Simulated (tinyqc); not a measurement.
# A finite superlattice with mass mismatch, transfer matrices: two studies

One electron of energy E comes from the left lead (band edge 0); no transverse momentum. Parabolic bands, masses in units of m0, C = hbar^2/(2 m0); psi and psi'/m are continuous at every interface. N periods of a barrier d1 followed by a well Lw; the right lead equals the left one.

Parameters, values chosen for the exercise; masses and offsets close to those of InGaAs wells and InP barriers: mass in the left lead mL = 0.041 m0; barrier height U1 = 0.24 eV; barrier mass m1 = 0.081 m0; barrier width d1 = 2.3 nm; well width (edge 0, mass mL) Lw = 11.7 nm; number of periods N = 6.

Constants: q = 1.602176634e-19 C, hbar = 1.054571817e-34 J s, m0 = 9.1093837015e-31 kg, hbar^2/(2 m0) = 0.0380998212 eV nm^2. Results are converted to the units shown.

Each table varies one quantity; the others keep the values above.

## Lowest miniband against Lw

For the pair (psi, psi'/m) a flat layer has M = [[cos kd, (m/k) sin kd], [-(k/m) sin kd, cos kd]] with k = sqrt(m (E - U)/C) above its edge U, and M = [[cosh Kd, (m/K) sinh Kd], [(K/m) sinh Kd, cosh Kd]] with K = sqrt(m (U - E)/C) below it. With x(E) = (M11 + M22)/2 of one period, the lowest miniband of the infinite superlattice runs from x = 1 to x = -1, and the mass at its bottom is -2 C (dx/dE)/(d1 + Lw)^2.

Lowest miniband against Lw:
```
Lw (nm),bottom (eV),top (eV),width (meV),mass at the bottom (m0)
5.8,0.05295,0.1049,51.90,0.06556
8.4,0.03593,0.06348,27.55,0.06751
10.9,0.02647,0.04329,16.82,0.07022
13.4,0.02039,0.03145,11.06,0.07342
15.9,0.01622,0.02389,7.674,0.07693
18.4,0.01323,0.01878,5.547,0.08067
20.9,0.01100,0.01515,4.142,0.08457
23.4,0.009301,0.01248,3.175,0.08859
```

The width falls from 51.9 to 3.17 meV, the bottom falls from 0.0530 to 0.00930 eV, and the mass at the bottom rises from 0.0656 to 0.0886 m0 (well mass 0.041).

## Transmission against energy

The matrices are multiplied with later layers to the left. With M acting on (psi, psi'/m) and v = k/m in each lead, T(E) = 4 vL vR/[(vL vR M12 - M21)^2 + (vR M11 + vL M22)^2]. The last column is exp(-2 sum K d) over the layers with U > E.

Transmission against energy:
```
E (eV),T(E),exp(-2 sum K d)
0.019,1.078e-7,6.079e-9
0.057,3.254e-7,3.338e-8
0.094,1.543e-5,2.099e-7
0.132,0.6647,1.805e-6
0.169,4.092e-4,2.203e-5
0.207,1.607e-5,6.685e-4
0.244,3.403e-4,1.000
0.282,0.7663,1.000
0.319,0.5216,1.000
0.357,0.8212,1.000
0.394,0.001190,1.000
0.432,5.466e-4,1.000
```

Read the table: what changes, and by how much?

T(E) runs from 1.08e-7 at 0.019 eV to 5.47e-4 at 0.432 eV; among the rows its largest value is 0.821 at 0.357 eV. Below the barriers it exceeds exp(-2 sum K d) by up to a factor of 3.68e5 (at 0.132 eV), which marks a resonance or miniband close to that energy.

Computed by the program tinyqc: `OMP_NUM_THREADS=1 python tinyqc.py 2560008 2560009 out.jsonl`, one thread of a shared Intel Xeon 2.30GHz, about 0.01 s for the whole run.
